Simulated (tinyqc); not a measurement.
Optical constants across the spectrum: Lorentz oscillators and the Kramers-Kronig relations.

eps(E) = 1 + sum_j S_j/(E0_j^2 - E^2 - i G_j E).

n + i k = sqrt(eps1 + i eps2) with k >= 0; R = ((n - 1)^2 + k^2)/((n + 1)^2 + k^2) at normal incidence from vacuum; alpha = 2 E k/(hbar c), times 1e8 for 1/cm; loss function Im(-1/eps) = eps2/(eps1^2 + eps2^2).

Constants: hbar c = 1973.269805 eV angstrom.

Values chosen for the exercise: E0 = (4.83, 6.32) eV (resonances); G = (0.75, 1.62) eV (widths); S = (94.8, 45.3) eV^2 (strengths).

Spectrum:
```
E (eV)    eps1    eps2      n      k      R   loss
0.95     6.381   0.180  2.526  0.036  0.187  0.004
2.24     7.417   0.604  2.726  0.111  0.215  0.011
3.53    10.814   2.335  3.307  0.353  0.292  0.019
4.83     3.232  27.221  3.914  3.477  0.568  0.036
6.12    -3.992   6.271  1.312  2.390  0.525  0.113
7.41    -3.754   1.990  0.497  2.000  0.681  0.110
8.70    -1.880   0.655  0.235  1.391  0.728  0.165
10.00   -0.928   0.309  0.159  0.976  0.724  0.323
11.29   -0.400   0.177  0.137  0.647  0.680  0.925
12.58   -0.071   0.113  0.177  0.320  0.525  6.345
13.88    0.152   0.077  0.401  0.096  0.186  2.656
15.17    0.309   0.055  0.558  0.050  0.082  0.563
```

Among the energies listed the largest values are at (eV): eps2 4.83; n 4.83; k 4.83; R 8.70; loss 12.58. eps1 crosses zero at 4.88 and 12.94 eV; the last crossing is upward and marks the plasmon, against sqrt(sum S) = 11.84 eV for free electrons.

Computed by tinyqc, a small Python program: `OMP_NUM_THREADS=1 python tinyqc.py 1651407 1651408 out.jsonl` (the numbers bound the seed that draws the inputs); one thread of a shared host (Intel(R) Xeon(R) Processor @ 2.30GHz), about 0.2 s for the whole set of steps.
